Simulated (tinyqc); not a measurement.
Inside a calculation. Model: frequency dispersion of an accumulation capacitance by border traps, distributed model.

Program tinyqc, `OMP_NUM_THREADS=1 python tinyqc.py 2202149 2202150 out.jsonl`; Intel Xeon 2.30GHz, shared host, one thread, about 0.7 s. Printed values are rounded.

Traps spread evenly through the insulator exchange electrons with the semiconductor by tunnelling, with tau(x) = t0 exp(2 ka x) at depth x from the interface. The admittance per area Y seen at depth x obeys dY/dx = -Y^2/(i w eps0 eox) + q Nb ln(1 + i w tau)/tau, with Y(0) = i w Cs and w = 2 pi f; the gate sees Y(tox) = G + i w C. Working variable y = Y/(i w), in uF/cm^2. Cox = eps0 eox/tox.

Parameters, values chosen for the exercise; permittivity close to that of aluminium oxide:
```
symbol,value,unit,meaning
eox,8.75,,relative permittivity of the insulator
tox,11,nm,insulator thickness
Cs,5.6,uF/cm^2,semiconductor capacitance in accumulation
Nb,9.8e19,cm^-3 eV^-1,density of border traps
ka,4.1,1/nm,decay constant of the wave function in the insulator
t0,3e-9,s,time constant of a trap at the interface
f,1e6,Hz,frequency
xe,1.1,nm,depth down to which the steps are taken
```

Constants: q = 1.602176634e-19 C, eps0 = 8.8541878128e-14 F/cm where lengths are in cm. Results are converted to the units shown.

## Scales and lumped estimate

Cox; trap-free value 1/(1/Cox + 1/Cs); response depth d = ln(1/(w t0))/(2 ka), where w tau = 1; lumped estimate: all traps within d act as C_bt = q Nb d placed at d/2, so C = 1/{1/[1/(1/Cs + d/(2 eps0 eox)) + C_bt] + (tox - d/2)/(eps0 eox)}.

Cox = 0.7043104 uF/cm^2
trap-free C = 0.6256256 uF/cm^2
d = 0.4843007 nm
C_bt = 0.7604166 uF/cm^2
lumped C = 0.6371344 uF/cm^2

The traps within reach amount to 0.136 Cs and lie in the first 4.40 % of the insulator.

## Midpoint steps through the active depth

In terms of y: dy/dx = -y^2/(eps0 eox) + s(x), s = q Nb ln(1 + z)/z, z = i w tau. 10 midpoint steps of h = xe/10: y_half = y + (h/2) y'(x, y), y(new) = y + h y'(x + h/2, y_half).

| point | x (nm) | s (uF/(cm^2 nm)) | y (uF/cm^2) |
|---|---|---|---|
| 0 | 0 | 1.569947-0.014796i | 5.600000+0.000000i |
| 1 | 0.11 | 1.569005-0.036431i | 5.348814-0.002428i |
| 2 | 0.22 | 1.563326-0.089298i | 5.132562-0.008078i |
| 3 | 0.33 | 1.530347-0.213141i | 4.944006-0.021583i |
| 4 | 0.44 | 1.371962-0.445322i | 4.771986-0.052129i |
| 5 | 0.55 | 0.955186-0.627783i | 4.591501-0.104478i |
| 6 | 0.66 | 0.497502-0.545708i | 4.382934-0.155294i |
| 7 | 0.77 | 0.222484-0.354057i | 4.161016-0.183544i |
| 8 | 0.88 | 0.093752-0.198631i | 3.944542-0.190986i |
| 9 | 0.99 | 0.038615-0.102980i | 3.742383-0.185988i |
| 10 | 1.1 | 0.015763-0.050873i | 3.556895-0.175172i |

## Capacitance and conductance at the gate

y at xe = 3.556895-0.175172i uF/cm^2

Beyond xe the traps are ignored, so 1/y(tox) = 1/y(xe) + (tox - xe)/(eps0 eox); C = Re y, G/w = -Im y, loss tangent G/(w C).

y at the gate = 0.6416706-0.0056876i uF/cm^2
C = 0.6416706 uF/cm^2
G/w = 0.005687608 uF/cm^2
loss tangent = 0.008863751

A fine integration over the whole insulator gives C = 0.64173 and G/w = 0.005969 uF/cm^2; the coarse G/w is 4.7 % below that. The fine C is 2.6 % above the trap-free value, and the lumped estimate is 0.72 % below the fine result.
